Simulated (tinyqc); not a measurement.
Inside a calculation. Method: coherent transport through a tight-binding region between two chains. One step of it, computed by the program tinyqc.

Problem. Transmission at E = 0.72 eV. Surface Green function g = (E - i sqrt(4 t^2 - E^2)) / (2 t^2); self-energy tc^2 g on each contact site; G = (E - H - Sigma)^(-1); Gamma = -2 Im Sigma; T = Gamma_L Gamma_R |G_LR|^2; local density of states -Im G_ii / pi.

H of the central region (eV):
```
           1          2          3
1   0.590000  -1.420000   0.000000
2  -1.420000   0.270000  -0.690000
3   0.000000  -0.690000  -0.840000
```

Leads: semi-infinite chains with site energy 0:

| parameter | value |
|---|---|
| lead hopping t (eV) | 1.140000 |
| coupling to the left lead (eV) | 0.680000 |
| coupling to the right lead (eV) | 0.780000 |
| left contact site | 1 |
| right contact site | 3 |

E = 0.720000 eV

Give: g; G; local density of states; transmission.

Solution.

g = 0.2770-0.8323i 1/eV

G (1/eV):
```
                 1               2                3
1  -0.0703-0.0554i  0.6893+0.0191i  -0.3049+0.1015i
2   0.6893+0.0191i  0.0043-0.1868i   0.0279+0.0825i
3  -0.3049+0.1015i  0.0279+0.0825i   0.6093-0.2626i
```

local density of states (1/eV): 0.0176  0.0595  0.0836

transmission = 0.0805
